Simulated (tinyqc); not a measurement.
What each parameter does: band gaps under pressure and temperature from deformation potentials.

Murnaghan: V/V0 = (1 + Bp P/B0)^(-1/Bp), B0 = (C11 + 2 C12)/3. Each gap moves by a ln(V/V0) with its volume potential a, and falls with temperature by aV T^2/(T + bV) (Varshni); the two effects are added. No change of phase is considered.

Values chosen for the exercise (near those of GaSb, the X and L potentials typical of such crystals; shifted at random, so the results belong to these values and not to a real crystal): Eg = 0.816 eV (gap at Gamma to the s-like level at 0 K, 0 GPa); EgX = 1.146 eV (gap to X at 0 K, 0 GPa); EgL = 0.869 eV (gap to L at 0 K, 0 GPa); C11 = 89.2 GPa; C12 = 40.2 GPa; Bp = 4.81 (pressure derivative of the bulk modulus); aG = -8.3 eV (volume potential of the Gamma gap); aX = 2.06 eV (volume potential of the X gap); aL = -2.62 eV (volume potential of the L gap); aV = (0.402, 0.458, 0.626) meV/K (Varshni alpha of Gamma, X, L); bV = (131, 90, 151) K (Varshni beta of Gamma, X, L); P = 3.5 GPa (pressure); T = 300 K (temperature).

Gaps at P and T. Each row changes one parameter from the base and keeps the others.

Results:

| case | Gamma (eV) | X (eV) | L (eV) |
|---|---|---|---|
| base | 1.1818 | 0.9287 | 0.8861 |
| T = 350 K | 1.1634 | 0.9069 | 0.8579 |
| C11 = 80.28 GPa | 1.2037 | 0.9233 | 0.8930 |
| C12 = 36.18 GPa | 1.2014 | 0.9238 | 0.8922 |
| Bp = 4.329 | 1.1873 | 0.9273 | 0.8878 |
| aG = -7.47 eV | 1.1369 | 0.9287 | 0.8861 |
| aX = 2.266 eV | 1.1818 | 0.9175 | 0.8861 |
| aL = -2.882 eV | 1.1818 | 0.9287 | 0.9003 |
| P = 3.85 GPa | 1.2210 | 0.9190 | 0.8984 |

The largest shifts from the base row, up to three for each result and ties (the steps differ in size, so this ranks the rows, not the parameters). Gamma (eV): aG -0.0450, P +0.0391, C11 +0.0218; unchanged at the printed digits by aX and aL. X (eV): T -0.0218, aX -0.0112, P -0.0097; unchanged at the printed digits by aG and aL. L (eV): T -0.0281, aL +0.0142, P +0.0124; unchanged at the printed digits by aG and aX.

(tinyqc, `OMP_NUM_THREADS=1 python tinyqc.py 1080629 1080630 out.jsonl`, Intel(R) Xeon(R) Processor @ 2.30GHz, 1 thread, shared host, about 0.01 s.)
